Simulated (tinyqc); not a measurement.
A particle near a wafer in liquid: double-layer and van der Waals forces (DLVO), deposition barrier and removal: one step, computed by the program tinyqc.

Sphere and flat wall, Derjaguin approximation, constant potentials in the linear-superposition form, no retardation and no hydration force.

Question. The curve. U(h) = Z R exp(-kappa h) - A R/(6 h); F(h) = -dU/dh = kappa Z R exp(-kappa h) - A R/(6 h^2), positive for repulsion.

Inputs (values chosen for the exercise, of the order of those for silica on silica in water): particle radius R = 290 nm; Hamaker constant A = 5.5e-21 J; temperature T = 323 K.

kappa = 0.5396742 1/nm

Z = -13.29142 pN

Constants: k_B = 1.380649e-23 J/K.

Give: the table «Against the gap» with the columns kappa h, U (k_B T), F (pN), for h (nm) = 0.4, 0.6, 1.0, 1.5, 2.5, 4.0, 7.0, 12.0, 20.0, 40.0.

Answer.

Against the gap:
```
h (nm)  kappa h   U (k_B T)      F (pN)
0.4        0.22  -8.455e+02  -3.338e+03
0.6        0.32  -7.246e+02  -2.243e+03
1.0        0.54  -5.635e+02  -1.478e+03
1.5        0.81  -4.244e+02  -1.044e+03
2.5        1.35  -2.481e+02  -5.822e+02
4.0        2.16  -1.147e+02  -2.568e+02
7.0        3.78  -2.829e+01  -5.301e+01
12.0       6.48  -6.298e+00  -5.049e+00
20.0      10.79  -2.998e+00  -7.073e-01
40.0      21.59  -1.490e+00  -1.661e-01
```

Caution: in rows with kappa h below 1 linear superposition is only rough.
